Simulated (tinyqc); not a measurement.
Ion implantation: universal nuclear stopping, Lindhard-Scharff electronic stopping and a Gaussian range profile: one step, computed by the program tinyqc.

An ion slows by elastic collisions with screened nuclei and by friction with electrons; channelling is ignored and the target is uniform.

Problem. Gaussian profile. C(x) = C_p exp(-(x - R_p)^2/(2 dR_p^2)) with C_p = Q/(sqrt(2 pi) dR_p), 1 nm = 1e-7 cm; the profile falls to the background at x_j = R_p + dR_p sqrt(2 ln(C_p/C_B)); the peak atomic fraction is C_p/N.

Inputs (values chosen for the exercise, modelled on boron ions in silicon): target density N = 49.94 1/nm^3; dose Q = 1.9e+12 1/cm^2; background C_B = 9e+15 1/cm^3.

straggle dR_p = 5.820307 nm

projected range R_p = 19.41470 nm

Give: peak concentration C_p; depth x_j where C falls to C_B; peak atomic fraction.

Solution.

peak concentration C_p = 1.302e+18 1/cm^3

Depth x_j where C falls to C_B = 37.77 nm

peak atomic fraction = 2.608e-05
